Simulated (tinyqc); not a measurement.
Valley splitting in a one-orbital chain of atomic planes (second-neighbour model), step by step. Values are carried at full precision from step to step, so a last printed digit may differ when a step is redone from the rounded ones.

Each (001) plane carries one orbital with energy e0, hopping v to the next plane and u to the second: E(phi) = e0 + 2 v cos(phi) + 2 u cos(2 phi), where phi = pi - k a/4 (the sign of every second orbital is chosen so that v > 0, which shifts the phase by pi). The minimum lies at cos(phi0) = -v/(4u), phi0 = pi - (pi/2) k0 for a valley at k0 (2 pi/a), and e0 puts it at zero. A slab of N planes has hard walls: the matrix simply ends.

Constants: hbar^2/2m0 = 3.80998211 eV angstrom^2.

Parameters, chosen for this exercise (near those of the Delta valleys of silicon; abrupt walls in this chain split the valleys several times more than measured wells; the results hold for these values, not for the real material): a = 5.436 angstrom (lattice constant; planes lie a/4 apart); k0 = 0.81 2 pi/a (position of the valley); ml = 0.954 m0 (longitudinal mass); N = 11 (planes in the small slab).

## Hoppings from the valley position and mass

The curvature at the minimum is d2E/dphi2 = 8 u sin^2(phi0) = (2c/ml)/(a/4)^2 with c = hbar^2/2m0; v = -4 u cos(phi0); e0 = 2u + v^2/(4u).

phi0 = 1.86925 rad
u = 0.59176 eV
v = 0.69601 eV
e0 = 1.38818 eV

## The bulk band

E at phi = j pi/10.

Band:

| phi/pi | E (eV) |
|---|---|
| 0.0 | 3.9637 |
| 0.1 | 3.6696 |
| 0.2 | 2.8801 |
| 0.3 | 1.8407 |
| 0.4 | 0.8608 |
| 0.5 | 0.2047 |
| 0.6 | 0.0005 |
| 0.7 | 0.2042 |
| 0.8 | 0.6277 |
| 0.9 | 1.0218 |
| 1.0 | 1.1797 |

## Hamiltonian of the slab

e0 on the diagonal, v and u on the first and second off-diagonals.

H (eV), lower triangle:
```
         1       2       3       4       5       6       7       8       9      10      11
1   1.3882
2   0.6960  1.3882
3   0.5918  0.6960  1.3882
4        0  0.5918  0.6960  1.3882
5        0       0  0.5918  0.6960  1.3882
6        0       0       0  0.5918  0.6960  1.3882
7        0       0       0       0  0.5918  0.6960  1.3882
8        0       0       0       0       0  0.5918  0.6960  1.3882
9        0       0       0       0       0       0  0.5918  0.6960  1.3882
10       0       0       0       0       0       0       0  0.5918  0.6960  1.3882
11       0       0       0       0       0       0       0       0  0.5918  0.6960  1.3882
```

## Levels and the valley doublet

Diagonalise H. The two lowest levels are the doublet made from the valleys at +k0 and -k0; give their splitting, the weights of the lowest state, and its parity under reversal of the planes.

levels (eV): 0.1113  0.1365  0.4342  0.4732  0.8412  0.9504  1.1120  1.6889  2.4994  3.2484  3.7745

splitting = 25.24 meV

weights on the planes: 0.049  0.018  0.103  0.162  0.023  0.291  0.023  0.162  0.103  0.018  0.049

parity of the lowest state: even

The mean of the doublet lies 0.1239 eV above the bulk minimum, and level 3 lies 0.3103 eV above that mean; the weights oscillate from plane to plane because the two valleys interfere.

## Checks

- Mean of the doublet for 400 planes against the effective-mass level with W = 402 a/4 (meV): both 0.1321.

tinyqc: `OMP_NUM_THREADS=1 python tinyqc.py 1481713 1481714 out.jsonl`; about 0.01 s, one thread, shared Intel(R) Xeon(R) Processor @ 2.30GHz.
